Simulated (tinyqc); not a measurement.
## ESD clamp with bipolar snapback, compact model and design window: failure current against pulse length

The drain junction multiplies the current that enters it: Igen = (M - 1)(Ic + I0), M = 1/(1 - (Vj/BV)^n). The generated holes leave through the substrate resistance and the base of the parasitic npn: Igen = Vb/Rb + Ic/be, Ic = Is exp(Vb/Vt). Terminal current I = Ic + I0 + Igen and voltage V = Vj + I Ro, per width. Isothermal, constant gain.

Power to failure goes as 1/t for pulses shorter than ta = 5.9 ns (adiabatic) and as 1/sqrt(t) beyond: Pf = P100 sqrt(100 ns/t) for t > ta and Pf(ta) ta/t below, with P100 = Vt2 It2 at 100 ns. The failure current solves V I = Pf on the curve (I(Vb), V(Vb)). For given Vb: Ic, Igen, M = 1 + Igen/(Ic + I0), Vj = BV (1 - 1/M)^(1/n), I and V. Vt1 is the maximum of V along the curve, Vh the following minimum, Vt2 the voltage at I = It2.

Values chosen for this exercise; values close to those of grounded-gate n-channel clamps:
- T = 300 K (temperature)
- BV = 10.2 V (junction breakdown voltage)
- n = 3.1 (exponent of the multiplication)
- be = 5.3 (current gain of the parasitic npn)
- Is = 1.7e-17 A/um (saturation current)
- I0 = 1e-11 A/um (junction leakage)
- Rb = 72000 ohm um (substrate resistance)
- Ro = 320 ohm um (drain ballast and contact resistance)
- It2 = 5.5 mA/um (failure current for 100 ns)

Constants: q = 1.602176634e-19 C, kB = 1.380649e-23 J/K, Vt = kB T/q. Results are converted to the units shown.

Failure current against pulse length:
```
t (ns),Pf (mW/um),failure current (mA/um),V at failure (V),energy (nJ/um)
1,990.5,47.52,20.84,0.9905
2,495.2,31.51,15.72,0.9905
5,198.1,17.58,11.27,0.9905
10,128.9,13.11,9.837,1.289
20,91.18,10.23,8.917,1.824
50,57.67,7.239,7.966,2.883
100,40.78,5.500,7.414,4.078
200,28.83,4.130,6.982,5.767
500,18.24,2.779,6.563,9.118
```

What does the comparison show, and why?

The failure current falls from 47.5 to 2.78 mA/um, as t^(-0.59) at the start and t^(-0.43) at the end, more slowly than the power since V rises with I. The voltage at failure falls from 20.8 to 6.56 V.

Numbers from tinyqc (`OMP_NUM_THREADS=1 python tinyqc.py 2670146 2670147 out.jsonl`; about 0.01 s on one thread of a shared Intel Xeon 2.30GHz).
